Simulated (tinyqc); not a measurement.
What each parameter does: core-shell quantum dot (spherical envelope functions).

Parabolic bands; strain and other valleys are left out. s states, u = r psi, hard wall at R + H, c = hbar^2/2m0, energies from the band edges of the core. Core: u = sin(k1 r)/k1, k1 = sqrt(m1 E/c). At R, psi and psi'/m are continuous, so u is continuous and its slope in the shell is s = u/R + (m2/m1)(u' - u/R). Shell: u(R + x) = u(R) cos(k2 x) + s sin(k2 x)/k2, k2 = sqrt(m2 (E - V)/c); for negative arguments the functions turn into sinh and cosh. A level has u(R + H) = 0.

Overlap = (integral of u_e u_h)^2 with normalised u. Coulomb integrals J_ab = (q/eps) double integral of u_a(r)^2 u_b(s)^2/max(r, s), q = e^2/(4 pi eps0), one eps everywhere. Exciton E = Eg + E_e + E_h - J_eh; first-order biexciton shift J_ee + J_hh - 2 J_eh (positive: repulsive).

Constants: hbar^2/2m0 = 3.80998211 eV angstrom^2; e^2/(4 pi eps0) = 14.39964547 eV angstrom; hc = 1239.841984 eV nm.

Inputs chosen for the exercise (near those of a CdSe/CdS core-shell dot; not measured data):
- R = 13 angstrom (core radius)
- H = 39 angstrom (shell thickness)
- Vc = 0.287 eV (conduction edge of the shell above that of the core)
- Vv = 0.457 eV (hole barrier of the shell)
- me1 = 0.133 m0 (electron, core)
- me2 = 0.2 m0 (electron, shell)
- mh1 = 0.457 m0 (hole, core)
- mh2 = 0.828 m0 (hole, shell)
- Eg = 1.733 eV (gap of the core)
- eps = 6.2 (dielectric constant)

All quantities anew.

One parameter was then changed.

Results before and after:
```
case     E (eV)  overlap  electron in core  biexciton shift (meV)
base      2.128    0.467             0.242                   50.5
changed   2.185    0.591             0.331                   35.1
```

Which of these changes was made? (a) H = 44 angstrom; (b) Vv = 0.343 eV; (c) eps = 7.1; (d) mh1 = 0.366 m0; (e) Vc = 0.387 eV; (f) R = 16 angstrom; (g) me2 = 0.25 m0.

Answer: (e) Vc = 0.387 eV. Of the candidates, run in turn, only this one gives the changed row.

All candidates:
```
case             E (eV)  overlap  electron in core  biexciton shift (meV)
base              2.128    0.467             0.242                   50.5
R = 16 angstrom   2.040    0.605             0.405                   27.2
H = 44 angstrom   2.130    0.423             0.217                   56.6
Vc = 0.387 eV     2.185    0.591             0.331                   35.1
Vv = 0.343 eV     2.107    0.541             0.242                   41.4
me2 = 0.25 m0     2.103    0.526             0.280                   43.2
mh1 = 0.366 m0    2.143    0.492             0.242                   44.2
eps = 7.1         2.145    0.467             0.242                   44.1
```

Run: tinyqc, `OMP_NUM_THREADS=1 python tinyqc.py 1281674 1281675 out.jsonl`; Intel(R) Xeon(R) Processor @ 2.30GHz, one thread, shared host; about 0.1 s of CPU time with all checks.
